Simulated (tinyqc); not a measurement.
Tight binding, dimerised chain, step by step. Computed by tinyqc, a small Python program that keeps every step. Settings: t1 = 1.85, t2 = 1.51, delta = 0, points = 12, cells = 4. Command: `OMP_NUM_THREADS=1 python tinyqc.py 20125 20126 out.jsonl` (the two numbers bound the seeds that draw the settings). One thread of a shared host (Intel(R) Xeon(R) Processor @ 2.60GHz), about 0.01 s of CPU time with the checks.

## Bloch Hamiltonian at k

Parameters chosen for this model:
```
parameter     value                      unit
t1         1.850000       eV, inside the cell
t2         1.510000         eV, between cells
delta             0  eV, +/- on the two sites
```

k point k (2 pi / a): 0.030000

H_AA = +delta, H_BB = -delta, H_AB = -t1 - t2 exp(-i k a).

H(k) at k (eV):
```
                     A                    B
A             0.000000  -3.333254+0.282946i
B  -3.333254-0.282946i             0.000000
```

## Levels at k

Diagonalise the Hermitian matrix.

eigenvalues (eV): -3.345241  3.345241

weights |c|^2 of the basis functions:
```
     band 1    band 2
A  0.500000  0.500000
B  0.500000  0.500000
```

## Bloch Hamiltonian at X

k point X (2 pi / a): 0.500000

As before.

H(k) at X (eV):
```
           A          B
A   0.000000  -0.340000
B  -0.340000   0.000000
```

## Levels at X

As before.

eigenvalues (eV): -0.340000  0.340000

weights |c|^2 of the basis functions:
```
     band 1    band 2
A  0.500000  0.500000
B  0.500000  0.500000
```

## Bands along a path

The same steps at evenly spaced points between the labelled ones.

Bands along the path (eV):
```
k            band 1    band 2
G         -3.360000  3.360000
G-X 0.25  -3.106961  3.106961
G-X 0.50  -2.388012  2.388012
G-X 0.75  -1.323629  1.323629
X         -0.340000  0.340000
```

With 1 band(s) filled, the highest filled level on these points lies at X and the lowest empty one at X: a gap of 0.6800 eV, direct.

## Berry (Zak) phase of the lower band

On 12 points k_j = j/N: phase = -Im ln of the product of <u_j|u_(j+1)>, closed with u_N = u_0 (the cell-periodic part is taken without the site positions). Single arguments depend on the phases chosen for the u_j; only their sum modulo 2 pi does not.

Overlaps:
```
j   |<u_j|u_j+1>|  argument (rad)
0        0.993123        0.117346
1        0.993363       -0.349967
2        0.993994       -0.109654
3        0.995532       -0.094571
4        0.999312       -0.037107
5        0.889771        0.473953
6        0.889771        0.473953
7        0.999312       -0.037107
8        0.995532       -0.094571
9        0.993994       -0.109654
10       0.993363       -0.349967
11       0.993123        0.117346
```

phase / pi, folded into (-1, 1] = 0.000000

## Open chain of 4 cells

H of the open chain (eV):
```
           1          2          3          4          5          6          7          8
1   0.000000  -1.850000   0.000000   0.000000   0.000000   0.000000   0.000000   0.000000
2  -1.850000   0.000000  -1.510000   0.000000   0.000000   0.000000   0.000000   0.000000
3   0.000000  -1.510000   0.000000  -1.850000   0.000000   0.000000   0.000000   0.000000
4   0.000000   0.000000  -1.850000   0.000000  -1.510000   0.000000   0.000000   0.000000
5   0.000000   0.000000   0.000000  -1.510000   0.000000  -1.850000   0.000000   0.000000
6   0.000000   0.000000   0.000000   0.000000  -1.850000   0.000000  -1.510000   0.000000
7   0.000000   0.000000   0.000000   0.000000   0.000000  -1.510000   0.000000  -1.850000
8   0.000000   0.000000   0.000000   0.000000   0.000000   0.000000  -1.850000   0.000000
```

The same hoppings without the wrap-around bond.

levels (eV): -3.164074  -2.602739  -1.757825  -0.809159  0.809159  1.757825  2.602739  3.164074

weights of the highest filled level on the sites: 0.178723  0.034191  0.175445  0.111641  0.111641  0.175445  0.034191  0.178723

The bulk gap runs from -0.3400 to 0.3400 eV; no level of this chain lies inside it.
